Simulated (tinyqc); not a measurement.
Equilibrium crystal shape, supported particles, Gibbs-Thomson effect and coarsening: one step, computed by the program tinyqc.

A cubic crystal bounded by {100}, {110} and {111} facets only.

Problem. Chemical potential of the particle. For the Wulff shape mu - mu(bulk) = 2 Omega gamma/h, with gamma and h = lambda gamma the energy and distance of any one facet plane, here (111); the vapour pressure rises by exp[(mu - mu(bulk))/(k_B T)].

Inputs (values chosen for the exercise, for a model metal): temperature T = 975 K.

Omega = 16.12030 angstrom^3

gamma (J/m^2): (100) 1.434776, (110) 1.599309, (111) 1.432387

distances of the planes from the centre (nm): {100} 13.72402, {110} 15.29782, {111} 13.70117

Constants: e = 1.602176634e-19 C; k_B = 8.617333262e-05 eV/K.

Give: mu - mu(bulk); pressure ratio.

Solution.

mu - mu(bulk) = 21.038 meV

pressure ratio = 1.2845
